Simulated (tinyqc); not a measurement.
Inside a calculation. Method: Hubbard chain of 6 sites. Computed by tinyqc, a small Python program that keeps every step. Settings: hopping = 0.88, U = 3.9, mixing = 1, iteration cap = 73. Command: `OMP_NUM_THREADS=1 python tinyqc.py 26893 26894 out.jsonl` (the two numbers bound the seeds that draw the settings). One thread of a shared host (Intel(R) Xeon(R) Processor @ 2.60GHz), about 0.3 s of CPU time with the checks. Later iterations appear only in the table of the cycle.

## Mean-field iteration 1

one-body matrix (hopping and site energies) (eV), order 1, 2, 3, 4, 5, 6:
```
[[0.000000, -0.880000, 0.000000, 0.000000, 0.000000, 0.000000],
 [-0.880000, 0.000000, -0.880000, 0.000000, 0.000000, 0.000000],
 [0.000000, -0.880000, 0.000000, -0.880000, 0.000000, 0.000000],
 [0.000000, 0.000000, -0.880000, 0.000000, -0.880000, 0.000000],
 [0.000000, 0.000000, 0.000000, -0.880000, 0.000000, -0.880000],
 [0.000000, 0.000000, 0.000000, 0.000000, -0.880000, 0.000000]]
```

U = 3.900000 eV

electrons, up and down: [3, 3]

mixing = 1

n(up) at the start (a guess, not normalised): [0.500000, 0.500000, 0.500000, 0.500000, 0.500000, 0.500000]

n(down) at the start (a guess): [0.500000, 0.500000, 0.500000, 0.500000, 0.500000, 0.500000]

H(up) = T + U n(down), H(down) = T + U n(up); fill the lowest levels; n(new) = n + mixing (n(out) - n); E = tr T (rho up + rho down) + U sum n_up n_down of the output.

levels, up (eV): [0.364295, 0.852658, 1.558363, 2.341637, 3.047342, 3.535705]

levels, down (eV): [0.364295, 0.852658, 1.558363, 2.341637, 3.047342, 3.535705]

energy = -0.299368 eV

n(up) after iteration 1: [0.500000, 0.500000, 0.500000, 0.500000, 0.500000, 0.500000]

n(down) after iteration 1: [0.500000, 0.500000, 0.500000, 0.500000, 0.500000, 0.500000]

## Convergence

Each step fills the lowest levels of T + U n(other spin) and sets n(new) = n + mixing (n(out) - n); stop when output and input agree to 1e-8.

Course of the cycle:
```
iteration       E (eV)  largest |n(out) - n(in)|  mean |n_up - n_down|
1          -0.29936821                  4.44e-16              0.000000
```

local moments n_up - n_down: [0.000000, 0.000000, 0.000000, 0.000000, 0.000000, 0.000000]

Converged in 1 iterations. But random starts reach -1.90328 eV, so this is another stationary point, not the lowest one. Reruns (cap 100 unless said): mixing 0.2: converged in 1 to a higher stationary point (E = -0.29937); mixing 0.5: converged in 1 to a higher stationary point (E = -0.29937); mixing 0.9: converged in 1 to a higher stationary point (E = -0.29937). Before convergence this energy mixes input and output and is not variational, so it may rise towards its limit.

## Exact diagonalisation (400 states)

Lowest levels of the sector, and the double occupancy of the lowest state.

lowest levels (eV): [-2.529166, -2.200428, -1.824672, -1.684620, -1.561443, -1.455392]

double occupancy per site = 0.079290

The mean-field solution above lies 2.2298 eV above the exact energy.

## The lowest level by Lanczos steps

From a random start vector (not printed): a_j = <q_j|H|q_j>, b_j = norm of the remainder after orthogonalising; the Ritz value is the lowest eigenvalue of the tridiagonal matrix of a and b so far.

Lanczos:
```
j   a_j (eV)  b_j (eV)  lowest Ritz value (eV)
1   4.081439  4.231180              4.08143869
2   4.381154  4.595031             -0.00253641
3   6.137678  4.477246             -1.54711562
4   5.722756  3.936471             -2.15839225
5   5.913415  3.995477             -2.37687023
6   6.581136  4.339996             -2.45464567
7   6.162378  4.234335             -2.49028185
8   5.587324  4.183011             -2.51077507
9   6.561953  3.802150             -2.52274121
10  7.133062  3.730474             -2.52690993
```
